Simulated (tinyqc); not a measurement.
Worked calculation: hydrogen passivation of interface dangling bonds: competing passivation and dissociation with distributed barriers. Computed by tinyqc, a small Python program that keeps every step. Command: `OMP_NUM_THREADS=1 python tinyqc.py 3031923 3031924 out.jsonl passiv walk`. One thread of a shared host (Intel(R) Xeon(R) Processor @ 2.30GHz), about 0.02 s of CPU time with the checks. Intermediate numbers are printed to about 5 digits and carried at full precision; extremes and crossings named in words are read from the listed rows.

P_b + H2 gives P_bH + H at the rate k_f [H2]; P_bH gives P_b + H at the rate k_d. All defects start unpassivated. E_f and E_d are Gaussian and independent.

Inputs (values chosen for the exercise, close to those used for P_b centres at the silicon-oxide interface):

| quantity | value | unit |
|---|---|---|
| defect density N0 | 4.2e+12 | 1/cm^2 |
| passivation prefactor k_f0 | 3.8e-07 | cm^3/s |
| mean passivation barrier E_f | 1.63 | eV |
| spread sigma_f | 0.12 | eV |
| dissociation prefactor k_d0 | 1.6e+13 | 1/s |
| mean dissociation barrier E_d | 2.66 | eV |
| spread sigma_d | 0.069 | eV |
| H2 in the oxide per atm, solubility factor | 1.9e+18 | 1/(cm^3 atm) |
| hydrogen pressure p | 1 | atm |
| anneal temperature T | 250 | C |
| anneal time t | 4900 | s |
| oxide thickness | 2.3 | nm |

Constants: k_B = 8.617333262e-05 eV/K; e = 1.602176634e-19 C; eps_0 = 8.8541878128e-12 F/m.

## Single barriers

[H2] = solubility factor x p; a = k_f0 [H2] exp(-E_f/(k_B T)), d = k_d0 exp(-E_d/(k_B T)). For one pair of barriers the active share is y = [d + a exp(-(a + d) t)]/(a + d). Temperatures in kelvin are T(C) + 273.15.

passivation rate a = 1.4318e-04 1/s

dissociation rate d = 3.7927e-13 1/s

a t = 0.70160

steady active share d/(a + d) = 2.6488e-09

active share, single barriers = 0.49579

The anneal is too short or cold to finish.

## Distributed barriers

Average y over both Gaussians with 40 x 40 Gauss-Hermite points. Active density N0 y; threshold shift if each active defect holds one charge, e N0 y t_ox/(3.9 eps_0).

active share y = 0.47541

active density = 1.9967e+12 1/cm^2

threshold shift = 213.08 mV

The spread changes the remainder by a factor 0.959: sigma_f/(k_B T) = 2.66 and sigma_d/(k_B T) = 1.53.

## Best anneal temperature for this time and pressure

Minimise the averaged y over T between 150 and 900 C: find where ln y is equal at T - 0.05 and T + 0.05 C; T is rounded to 0.1 C.

best temperature = 442.1 C

least active share = 1.7418e-05

Caution: a least active share below 1e-3 is a property of the model; measured passivation levels off well above it. Caution: atomic hydrogen, which both passivates and depassivates, and further passivation during cooling are left out.

## Isochronal anneals

The formulas are those given above.

Active share after the time t:

| T (C) | a (1/s) | d (1/s) | single barriers | distributed |
|---|---|---|---|---|
| 200 | 3.1370e-06 | 7.4304e-16 | 9.8475e-01 | 8.6916e-01 |
| 250 | 1.4318e-04 | 3.7927e-13 | 4.9579e-01 | 4.7541e-01 |
| 300 | 3.3554e-03 | 6.5225e-11 | 9.1801e-08 | 1.0668e-01 |
| 350 | 4.7400e-02 | 4.9107e-09 | 1.0360e-07 | 7.7017e-03 |
| 400 | 4.5181e-01 | 1.9457e-07 | 4.3064e-07 | 1.6811e-04 |
| 450 | 3.1531e+00 | 4.6349e-06 | 1.4700e-06 | 1.8164e-05 |
| 500 | 1.7115e+01 | 7.3267e-05 | 4.2808e-06 | 3.6964e-05 |
| 600 | 2.8201e+02 | 7.0914e-03 | 2.5146e-05 | 1.3607e-04 |
| 700 | 2.6124e+03 | 2.6818e-01 | 1.0265e-04 | 3.9861e-04 |
| 800 | 1.5983e+04 | 5.1535e+00 | 3.2234e-04 | 9.7989e-04 |

The distributed share is least at 450 C among these rows, 1.8e-5, and the search puts the optimum at 442.1 C. On the cold side defects with high E_f survive; on the hot side dissociation, with the larger barrier, gains on passivation with an energy E_d - E_f = 1.03 eV. In that row single barriers give 1.5e-6, so the spread raises the floor. Caution: shares below about 1e-3 in these rows are formal; measured passivation levels off well above them.

Checks made by the program: Gauss-Hermite average against a fine uniform grid (relative difference 4e-04).
